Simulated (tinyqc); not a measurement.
Growth over eight decades: Cabrera-Mott growth of a thin oxide under its own electric field. Computed by tinyqc, a small Python program. Command: `OMP_NUM_THREADS=1 python tinyqc.py 3019242 3019243 out.jsonl cabrera walk`. One thread of a shared host (Intel(R) Xeon(R) Processor @ 2.30GHz), about 0.02 s of CPU time with the checks.

Electrons cross the film freely and set a fixed potential V across it; the field V/x lowers the barrier for ions entering the oxide.

Inputs (values chosen for the exercise, for a model metal):

| quantity | value | unit |
|---|---|---|
| barrier W | 1.53 | eV |
| Mott potential V | 1.5 | V |
| ion charge number z | 2 | - |
| half jump distance b | 2.1 | angstrom |
| prefactor u0 = N Omega nu | 1.9e+13 | angstrom/s |
| temperature T | 250 | K |
| starting thickness x0 | 5.6 | angstrom |

Backward hops: ignored.

Constants: k_B = 8.617333262e-05 eV/K.

Method:
- u = u0 exp(-W/(k_B T)), X1 = z b V/(k_B T) with V in volts and k_B T in eV; dx/dt = u exp(X1/x).
- t(x) = int_(x0)^x dx / (dx/dt) by Gauss-Legendre quadrature (80 points on each side of (x0 + 2 x)/3), solved for x.
- Closed form for thin films (leading term of the integral): x solves (x^2/(u X1)) exp(-X1/x) = t.

u = 2.72465e-18 angstrom/s

X1 = 292.434 angstrom

Thickness:

| t (s) | x (angstrom) | 1/x (1/angstrom) | closed form (angstrom) |
|---|---|---|---|
| 1.00e+00 | 7.545 | 0.13254 | 7.536 |
| 1.00e+01 | 7.997 | 0.12505 | 7.986 |
| 1.00e+02 | 8.504 | 0.11759 | 8.491 |
| 1.00e+03 | 9.079 | 0.11015 | 9.063 |
| 1.00e+04 | 9.733 | 0.10274 | 9.714 |
| 1.00e+05 | 10.487 | 0.09536 | 10.463 |
| 1.00e+06 | 11.362 | 0.08801 | 11.332 |
| 1.00e+07 | 12.390 | 0.08071 | 12.352 |
| 1.00e+08 | 13.613 | 0.07346 | 13.564 |

What does the comparison show, and why?

Per decade of time the film gains 0.45 angstrom at first and 1.2 at the end. The inverse-logarithmic law predicts -X1 d(1/x)/d ln t near 1; the rows give 0.95 at first and 0.92 at the end. The closed form misses by at most 0.36 %.

Extremes, crossings and ranges named in words are read from the listed rows.
